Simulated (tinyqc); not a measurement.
Resistance of a tapered via with liner, size effect and interface: two steps of the calculation.

A round via whose diameter grows from db at the bottom as D(z) = db + 2 z/tan(ang). The fill, of diameter D - 2 tl, starts above the bottom liner (thickness fb tl) and has rho = rho0 (1 + ks lam/(D - 2 tl)); the sidewall liner conducts in parallel with it. The bottom liner and the interface are crossed over the full area pi db^2/4. Spreading in the lines above and below is left out.

Values chosen for this exercise; fill metal close to ruthenium:
```
symbol,value,unit,meaning
db,11,nm,diameter at the bottom
hv,43,nm,height
ang,85,degrees,sidewall angle
rho0,7.86,uohm cm,bulk resistivity of the fill
lam,6.67,nm,mean free path of the fill
ks,0.7,,size-effect factor
tl,0.3,nm,liner on the sidewall
fb,0.7,,liner at the bottom over that on the sidewall
rl,310,uohm cm,resistivity of the liner
ri,1.4e-12,ohm cm^2,interface resistivity at the bottom
Sb,1.5e15,S/m^2,"ballistic conductance per area, about 3/(4 rho0 lam)"
```

Task 1. Slices of the via. Slices between z0 = fb tl and hv, evaluated at their midpoints: conductance per length pi/4 [(D - 2 tl)^2/rho + (D^2 - (D - 2 tl)^2)/rl], slice resistance = slice height over that. 6 slices.

Find: z; D; rho; slice resistance.

Result 1.

| slice | z (nm) | D (nm) | rho (uohm cm) | slice resistance (ohm) |
|---|---|---|---|---|
| 0 | 3.776 | 11.66 | 11.18 | 8.263 |
| 1 | 10.91 | 12.91 | 10.84 | 6.475 |
| 2 | 18.04 | 14.16 | 10.57 | 5.205 |
| 3 | 25.17 | 15.40 | 10.34 | 4.272 |
| 4 | 32.30 | 16.65 | 10.15 | 3.567 |
| 5 | 39.43 | 17.90 | 9.981 | 3.021 |

Task 2. Total resistance. R_fill = sum of the slices; R_bottom = rl fb tl/(pi db^2/4); R_interface = ri/(pi db^2/4); ballistic (Sharvin) limit 1/(Sb pi (db - 2 tl)^2/4); ideal cylinder rho0 hv/(pi db^2/4).

| slice | slice resistance (ohm) |
|---|---|
| 0 | 8.2633489 |
| 1 | 6.4753404 |
| 2 | 5.2050753 |
| 3 | 4.2717101 |
| 4 | 3.5665925 |
| 5 | 3.0213798 |

Wanted: parts; R; shares; ballistic limit; ideal cylinder.

Result 2.

parts (ohm): fill 30.80, bottom liner 6.850, interface 1.473
R = 39.13 ohm
shares (%): fill 78.73, bottom liner 17.51, interface 3.77
ballistic limit = 7.848 ohm
ideal cylinder = 35.56 ohm

The fill is the largest part, and R is 1.10 times the ideal cylinder. With 2000 slices R = 39.217 ohm.

Program tinyqc, `OMP_NUM_THREADS=1 python tinyqc.py 2750158 2750159 out.jsonl`; Intel Xeon 2.30GHz, shared host, one thread, about 0.01 s.
